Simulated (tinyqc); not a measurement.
Sublattice potential against complex hopping: Haldane model. Computed by the program tinyqc. 

Honeycomb lattice:
```
parameter      value
t1 (eV)     1.000000
t2 (eV)     0.180000
phi (rad)  -1.000000
```

H_AA = delta - 2 t2 sum cos(k.b + phi), H_BB = -delta - 2 t2 sum cos(k.b - phi), H_AB = -t1 (1 + exp(-i k.a1) + exp(-i k.a2)), b = a1, a2 - a1, -a2, m = 3 sqrt3 t2 sin(phi); the sign of the Chern number follows the orientation k1 then k2.

Gaps at the two valleys (eV) and Chern number of the lower band (12 x 12 mesh):
```
delta    gap 2|delta - m|  gap 2|delta + m|  Chern number
-1.4170            1.2599            4.4081             0
-1.0230            0.4719            3.6201             0
-0.4720            0.6301            2.5181             1
0.0000             1.5741            1.5741             1
0.3150             2.2041            0.9441             1
0.5900             2.7541            0.3941             1
0.9840             3.5421            0.3939             0
1.5740             4.7221            1.5739             0
```

Here |m| = 0.7870 eV. For |delta| < |m| the two valleys have masses of opposite sign and the Chern number is +/-1; one gap closes at |delta| = |m|, and beyond it the band is trivial.
